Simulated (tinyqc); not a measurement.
One-dimensional ballistic tunnel FET, two-band WKB: one step of the calculation.

A p-type source for x < 0 with its Fermi level at 0 and its valence edge at ds; in the channel the bands fall as D exp(-x/lam) towards their flat values, with the conduction edge at Ec = ds - dP and D = dP + Eg. The gate moves dP one to one. The drain Fermi level lies at -Vd and the drain side reflects nothing. For w = E - Ec between 0 and dP an electron crosses the gap. Two-band dispersion with equal masses m: inside the gap kappa = sqrt(m u (1 - u/Eg)/C), u the distance from a band edge, C = hbar^2/(2 m0).

Task. Current on a coarse grid. S(w) = 2 lam int_0^Eg kappa(u) du/(w + Eg - u) = 2 pi lam sqrt(m/(C Eg)) [w + Eg/2 - sqrt(w (w + Eg))], T(w) = exp(-S). I = g (2 q^2/h) int_0^dP T(w) [f(E) - f(E + Vd)] dw, E = ds - dP + w, f(x) = 1/(1 + exp(x/Vt)). Simpson's rule on nE equally spaced points.

Values chosen for this exercise; band and dielectric values close to those of indium phosphide: temperature T = 300 K; band gap Eg = 1.37 eV; band-edge mass of the two-band model m = 0.1 m0; screening length of the source junction lam = 5.9 nm; source valence edge above the source Fermi level ds = 0.06 eV; drain bias Vd = 0.5 V; number of degenerate subbands (spin apart) g = 1; tunnelling window Ev(source) - Ec(channel) dP = 0.18 eV; points of the energy grid nE = 9.

Constants: q = 1.602176634e-19 C, kB = 1.380649e-23 J/K, hbar = 1.054571817e-34 J s, h = 6.62607015e-34 J s, m0 = 9.1093837015e-31 kg, Vt = kB T/q, hbar^2/(2 m0) = 0.0380998212 eV nm^2. Results are converted to the units shown.

Wanted: w; T(w); difference of the f; I.

Result.

```
point,w (eV),T(w),difference of the f
0,0.00000,5.4377e-16,0.99045
1,0.02250,1.5081e-12,0.97750
2,0.04500,2.2687e-11,0.94790
3,0.06750,1.4883e-10,0.88399
4,0.09000,6.4214e-10,0.76141
5,0.11250,2.1331e-9,0.57202
6,0.13500,5.9101e-9,0.35888
7,0.15750,1.4315e-8,0.18991
8,0.18000,3.1248e-8,0.089406
```

I = 1.4147e-8 uA

Numbers from tinyqc (`OMP_NUM_THREADS=1 python tinyqc.py 2620056 2620057 out.jsonl`; about 0.01 s on one thread of a shared Intel Xeon 2.30GHz).
